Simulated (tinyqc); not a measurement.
# Undoped gate-all-around wire MOSFET, analytic charge model: two studies

An undoped round wire of radius R under an insulator shell and a surrounding gate; long channel, electrons only, n = ni exp((psi - V)/Vt) with V the quasi-Fermi potential (0 at the source, Vd at the drain), constant mobility, no quantisation. The radial Poisson equation gives n(r) = n(0)/(1 - (1 - b) r^2/R^2)^2 with b = Q0/(Q + Q0). Q is the electron charge per area of the wire surface.

Parameters, values chosen for the exercise; material values close to those of silicon: temperature T = 273 K; band gap Eg = 1.11 eV; relative permittivity of the semiconductor eps_r = 11.5; conduction-band density of states at T Nc = 2.41e19 cm^-3; valence-band density of states at T Nv = 2.32e19 cm^-3; relative permittivity of the gate insulator eox = 3.93; insulator thickness tox = 1.1 nm; wire radius R = 15 nm; gate work function less that of the intrinsic body dphi = 0.05 V; channel mobility mu = 350 cm^2/(V s); gate length L = 0.5 um; drain voltage Vd = 0.05 V.

Constants: q = 1.602176634e-19 C, kB = 1.380649e-23 J/K, Vt = kB T/q, eps0 = 8.8541878128e-14 F/cm where lengths are in cm. Results are converted to the units shown.

Each table varies one quantity; the others keep the values above.

## Output curve

ni = sqrt(Nc Nv) exp(-Eg/(2 Vt)), Eg in volts; Cox = eps0 eox/(R ln(1 + tox/R)); Q0 = 4 eps0 eps_r Vt/R; V0 = dphi + Vt ln[8 eps0 eps_r Vt/(q ni R^2)]. Q solves Vg - V0 - V = Q/Cox + Vt ln(Q/Q0) + Vt ln(1 + Q/Q0). I = mu (2 pi R/L)[2 Vt (Qs - Qd) + (Qs^2 - Qd^2)/(2 Cox) + Vt Q0 ln((Qd + Q0)/(Qs + Q0))], with Qs at V = 0 and Qd at V = Vd.

In this table Vg = 0.82 V.

Output curve:
```
Vd (V)  Qd (nC/cm^2)     Qd/Qs  I (uA)
0.06           480.0    0.7552   2.205
0.11           358.3    0.5636   3.586
0.17           226.1    0.3556   4.736
0.22           133.0    0.2092   5.323
0.28           51.22   0.08057   5.675
0.33           14.47   0.02276   5.775
0.38           2.388  0.003757   5.798
0.44          0.1983  3.120e-4   5.802
0.49         0.02380  3.744e-5   5.802
```

The current rises from 2.21 to 5.80 uA, while the charge at the drain end falls from 0.76 to 3.7e-5 of that at the source. The current first comes within 1 % of its last value at Vd = 0.33 V among the rows. Over the last rows Qd falls by a factor of e for each Vt of drain voltage: the drain end is in weak inversion. In every row the surface density at the source passes 0.3 Nc, where Boltzmann statistics fail.

## Effect of the wire radius

I = mu (2 pi R/L)[2 Vt (Qs - Qd) + (Qs^2 - Qd^2)/(2 Cox) + Vt Q0 ln((Qd + Q0)/(Qs + Q0))], with Qs at V = 0 and Qd at V = Vd.  I(low) is taken at Vg = 0.27 V, Qs and I(high) at Vg = 1.02 V.

Result of one run:
```
R (nm)  V0 (V)  I(low) (nA)  Qs(high) (nC/cm^2)  I(high) (uA)
38      0.4720      0.01630                1177         9.241
```

What becomes of these results when the wire radius R is changed from 38 to 27 nm, all else the same?

Result of the changed run:
```
R (nm)  V0 (V)  I(low) (nA)  Qs(high) (nC/cm^2)  I(high) (uA)
27      0.4881     0.008230                1182         6.596
```

The whole series:
```
R (nm)  V0 (V)  I(low) (nA)  Qs(high) (nC/cm^2)  I(high) (uA)
5       0.5674     2.822e-4                1262         1.302
7       0.5516     5.532e-4                1235         1.784
9.8     0.5357     0.001084                1215         2.458
14      0.5190     0.002213                1199         3.469
19      0.5046     0.004075                1190         4.672
27      0.4881     0.008230                1182         6.596
38      0.4720      0.01630                1177         9.241
```

As R goes from 5 to 38 nm, I(low) rises from 2.82e-4 to 0.0163 nA and I(high) rises from 1.30 to 9.24 uA. On average I(low) goes as R^(2.00) and I(high) goes as R^(0.97). Below threshold the charge is proportional to the cross-section of the body; above it the insulator sets the charge. In every row the surface density at the source at the higher gate voltage passes 0.3 Nc, where Boltzmann statistics fail. At R = 5 nm the body is thin enough for quantum confinement, left out here, to raise the threshold.

Computed by the program tinyqc: `OMP_NUM_THREADS=1 python tinyqc.py 2460052 2460053 out.jsonl`, one thread of a shared Intel Xeon 2.30GHz, about 0.02 s for the whole run.
